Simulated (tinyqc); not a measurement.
Worked calculation: empirical pseudopotential in a few plane waves. One step of it, computed by the program tinyqc.

Problem. Bloch Hamiltonian at k. Basis: the 15 shortest G (labels in 2 pi/a), the same at every k. H(G,G') = c |k + G|^2 delta + VS(|G-G'|^2) cos((G-G').tau) + i VA sin((G-G').tau), tau = a/8 (1,1,1); 1 Ry = 13.605693 eV.

Parameters chosen for this model: fcc lattice, atoms at +/- a/8 (1,1,1); form factors in rydberg at |G|^2 in units of (2 pi/a)^2:
```
parameter                 value      unit
a                      5.250000  angstrom
VS(3)                 -0.249000        Ry
VS(8)                 -0.005000        Ry
VS(11)                 0.071000        Ry
VA(3)                  0.091000        Ry
VA(4)                  0.066000        Ry
VA(11)                 0.005000        Ry
hbar^2/2m (2 pi/a)^2   5.457127        eV
```

k point k (2 pi / a): [0.280000, -0.470000, -0.190000]

Give: H(k) at k.

Solution.

H(k) at k (eV):
```
                 +0+0+0           -1-1-1           -1-1+1           -1+1-1
+0+0+0           1.8303   2.3955+0.8755i  -2.3955+0.8755i  -2.3955+0.8755i
-1-1-1   2.3955-0.8755i          22.3491   0.0000-0.8980i   0.0000-0.8980i
-1-1+1  -2.3955-0.8755i   0.0000+0.8980i          18.2017          -0.0680
-1+1-1  -2.3955-0.8755i   0.0000+0.8980i          -0.0680          12.0897
-1+1+1  -2.3955+0.8755i           0.0680   0.0000+0.8980i   0.0000+0.8980i
+1-1-1  -2.3955-0.8755i   0.0000+0.8980i          -0.0680          -0.0680
+1-1+1  -2.3955+0.8755i           0.0680   0.0000+0.8980i           0.0000
+1+1-1  -2.3955+0.8755i           0.0680           0.0000   0.0000+0.8980i
+1+1+1   2.3955+0.8755i           0.0000           0.0680           0.0680
-2+0+0   0.0000-0.8980i  -2.3955+0.8755i  -2.3955-0.8755i  -2.3955-0.8755i
+0-2+0   0.0000-0.8980i  -2.3955+0.8755i  -2.3955-0.8755i   0.6831-0.0481i
+0+0-2   0.0000-0.8980i  -2.3955+0.8755i   0.6831-0.0481i  -2.3955-0.8755i
+0+0+2   0.0000+0.8980i  -0.6831-0.0481i   2.3955+0.8755i  -0.6831+0.0481i
+0+2+0   0.0000+0.8980i  -0.6831-0.0481i  -0.6831+0.0481i   2.3955+0.8755i
+2+0+0   0.0000+0.8980i  -0.6831-0.0481i  -0.6831+0.0481i  -0.6831+0.0481i

                 -1+1+1           +1-1-1           +1-1+1           +1+1-1
+0+0+0  -2.3955-0.8755i  -2.3955+0.8755i  -2.3955-0.8755i  -2.3955-0.8755i
-1-1-1           0.0680   0.0000-0.8980i           0.0680           0.0680
-1-1+1   0.0000-0.8980i          -0.0680   0.0000-0.8980i           0.0000
-1+1-1   0.0000-0.8980i          -0.0680           0.0000   0.0000-0.8980i
-1+1+1           7.9423           0.0000          -0.0680          -0.0680
+1-1-1           0.0000          28.4611   0.0000-0.8980i   0.0000-0.8980i
+1-1+1          -0.0680   0.0000+0.8980i          24.3137          -0.0680
+1+1-1          -0.0680   0.0000+0.8980i          -0.0680          18.2017
+1+1+1   0.0000+0.8980i           0.0680   0.0000+0.8980i   0.0000+0.8980i
-2+0+0   2.3955-0.8755i   0.6831-0.0481i  -0.6831-0.0481i  -0.6831-0.0481i
+0-2+0  -0.6831-0.0481i  -2.3955-0.8755i   2.3955-0.8755i  -0.6831-0.0481i
+0+0-2  -0.6831-0.0481i  -2.3955-0.8755i  -0.6831-0.0481i   2.3955-0.8755i
+0+0+2  -2.3955+0.8755i  -0.6831+0.0481i  -2.3955+0.8755i   0.6831+0.0481i
+0+2+0  -2.3955+0.8755i  -0.6831+0.0481i   0.6831+0.0481i  -2.3955+0.8755i
+2+0+0   0.6831+0.0481i   2.3955+0.8755i  -2.3955+0.8755i  -2.3955+0.8755i

                 +1+1+1           -2+0+0           +0-2+0           +0+0-2
+0+0+0   2.3955-0.8755i   0.0000+0.8980i   0.0000+0.8980i   0.0000+0.8980i
-1-1-1           0.0000  -2.3955-0.8755i  -2.3955-0.8755i  -2.3955-0.8755i
-1-1+1           0.0680  -2.3955+0.8755i  -2.3955+0.8755i   0.6831+0.0481i
-1+1-1           0.0680  -2.3955+0.8755i   0.6831+0.0481i  -2.3955+0.8755i
-1+1+1   0.0000-0.8980i   2.3955+0.8755i  -0.6831+0.0481i  -0.6831+0.0481i
+1-1-1           0.0680   0.6831+0.0481i  -2.3955+0.8755i  -2.3955+0.8755i
+1-1+1   0.0000-0.8980i  -0.6831+0.0481i   2.3955+0.8755i  -0.6831+0.0481i
+1+1-1   0.0000-0.8980i  -0.6831+0.0481i  -0.6831+0.0481i   2.3955+0.8755i
+1+1+1          14.0543  -0.6831-0.0481i  -0.6831-0.0481i  -0.6831-0.0481i
-2+0+0  -0.6831+0.0481i          17.5468          -0.0680          -0.0680
+0-2+0  -0.6831+0.0481i          -0.0680          33.9182          -0.0680
+0+0-2  -0.6831+0.0481i          -0.0680          -0.0680          27.8062
+0+0+2  -2.3955-0.8755i           0.0680           0.0680           0.0000
+0+2+0  -2.3955-0.8755i           0.0680           0.0000           0.0680
+2+0+0  -2.3955-0.8755i           0.0000           0.0680           0.0680

                 +0+0+2           +0+2+0           +2+0+0
+0+0+0   0.0000-0.8980i   0.0000-0.8980i   0.0000-0.8980i
-1-1-1  -0.6831+0.0481i  -0.6831+0.0481i  -0.6831+0.0481i
-1-1+1   2.3955-0.8755i  -0.6831-0.0481i  -0.6831-0.0481i
-1+1-1  -0.6831-0.0481i   2.3955-0.8755i  -0.6831-0.0481i
-1+1+1  -2.3955-0.8755i  -2.3955-0.8755i   0.6831-0.0481i
+1-1-1  -0.6831-0.0481i  -0.6831-0.0481i   2.3955-0.8755i
+1-1+1  -2.3955-0.8755i   0.6831-0.0481i  -2.3955-0.8755i
+1+1-1   0.6831-0.0481i  -2.3955-0.8755i  -2.3955-0.8755i
+1+1+1  -2.3955+0.8755i  -2.3955+0.8755i  -2.3955+0.8755i
-2+0+0           0.0680           0.0680           0.0000
+0-2+0           0.0680           0.0000           0.0680
+0+0-2           0.0000           0.0680           0.0680
+0+0+2          19.5114          -0.0680          -0.0680
+0+2+0          -0.0680          13.3994          -0.0680
+2+0+0          -0.0680          -0.0680          29.7708
```
